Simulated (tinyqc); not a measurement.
Rate against temperature: collinear exchange A + BC -> AB + C on a London-Eyring-Polanyi-Sato surface: saddle, string of images and rate. Computed by tinyqc, a small Python program. Command: `OMP_NUM_THREADS=1 python tinyqc.py 3112590 3112591 out.jsonl leps walk`. One thread of a shared host (Intel(R) Xeon(R) Processor @ 2.30GHz), about 0.03 s of CPU time with the checks.

x = r(AB), y = r(BC), r(AC) = x + y. V is counted from separated atoms, the barrier from A + BC, that is V + D(BC).

Inputs (values chosen for the exercise, bond data loosely for abstraction of hydrogen from a Si-H bond by a hydrogen atom; the barrier is not fitted):

| quantity | value | unit |
|---|---|---|
| D(AB) | 4.7 | eV |
| r0(AB) | 0.742 | angstrom |
| beta(AB) | 1.94 | 1/angstrom |
| D(BC) | 4.17 | eV |
| r0(BC) | 1.48 | angstrom |
| beta(BC) | 1.52 | 1/angstrom |
| D(AC) | 4.1 | eV |
| r0(AC) | 1.48 | angstrom |
| beta(AC) | 1.52 | 1/angstrom |
| Sato parameter S | 0.035 | - |
| mass of A | 1.008 | u |
| mass of B | 1.008 | u |
| mass of C | 28.09 | u |
| temperature T | 700 | K |
| step of the string | 0.02 | angstrom^2/eV |

Constants: nu for 1 eV/(angstrom^2 u) = 15.6333042 THz; h x 1 THz = 4.135667696 meV; k_B = 1.380649e-23 J/K; u = 1.6605390666e-27 kg; k_B = 8.617333262e-05 eV/K.

Method:
- For each pair, with u = exp(-beta (r - r0)): Q = D [(3 + S) u^2 - (2 + 6 S) u]/(4 (1 + S)), J = D [(1 + 3 S) u^2 - (6 + 2 S) u]/(4 (1 + S)); V = Q1 + Q2 + Q3 - sqrt(((J1 - J2)^2 + (J2 - J3)^2 + (J3 - J1)^2)/2).
- String of 9 images between the fixed ends (r0(AB) + 2, r0(BC)) and (r0(AB), r0(BC) + 2), started on the two straight legs through (r0(AB) + 0.3, r0(BC) + 0.3): each iteration moves the inner images by -step x gradient (central differences) and spaces them evenly again along the broken line (coordinates are kept between 0.2 and 8 angstrom); stop when no coordinate changes by more than 1e-5 angstrom, at most 400 iterations.
- From the highest inner image, z -> z - H^-1 g with gradient g and Hessian H by central differences, steps capped at 0.15 angstrom, 12 steps.
- Wilson matrix G = [[1/m_A + 1/m_B, -1/m_B], [-1/m_B, 1/m_B + 1/m_C]]; eigenvalues lambda of G H give nu = 15.6333042 THz x sqrt(|lambda|), the negative one being imaginary. Reactant: nu_BC from k = 2 D beta^2 and 1/m_B + 1/m_C. Skew angle: cos = sqrt(m_A m_C/((m_A + m_B)(m_B + m_C))).
- One-dimensional rate constant without tunnelling, k = sqrt(k_B T/(2 pi mu)) [sinh(h nu_BC/(2 k_B T))/sinh(h nu_s/(2 k_B T))] exp(-barrier/(k_B T)) with mu = m_A (m_B + m_C)/(m_A + m_B + m_C); Wigner factor 1 + (h nu_i/(k_B T))^2/24; adiabatic barrier = barrier + h (nu_s - nu_BC)/2.

nu_BC = 69.5669 THz

real frequency at the saddle = 31.3553 THz

barrier = 0.768569 eV

imaginary frequency = 72.9566 THz

adiabatic barrier = 0.689553 eV

Rates; the last column is k_B T^2 d ln k/dT:

| T (K) | k (cm/s) | Wigner factor | activation energy (eV) |
|---|---|---|---|
| 300 | 1.6748e-07 | 6.6757 | 0.70334 |
| 400 | 1.5475e-04 | 4.1926 | 0.70981 |
| 550 | 4.4283e-02 | 2.6886 | 0.72157 |
| 750 | 2.6795e+00 | 1.9081 | 0.73862 |
| 1000 | 4.8379e+01 | 1.5108 | 0.75907 |
| 1400 | 6.2610e+02 | 1.2606 | 0.78789 |
| 2000 | 4.6291e+03 | 1.1277 | 0.82452 |

What does the comparison show, and why?

The activation energy goes from 0.703 eV at 300 K, near the adiabatic barrier plus k_B T/2 (0.702), to 0.825 eV at 2000 K; the classical limit is the barrier plus k_B T/2 (0.855). Caution: the Wigner factor exceeds 2 at T: tunnelling, left out of k, is large and needs a better treatment than this factor.

Extremes, crossings and ranges named in words are read from the listed rows.
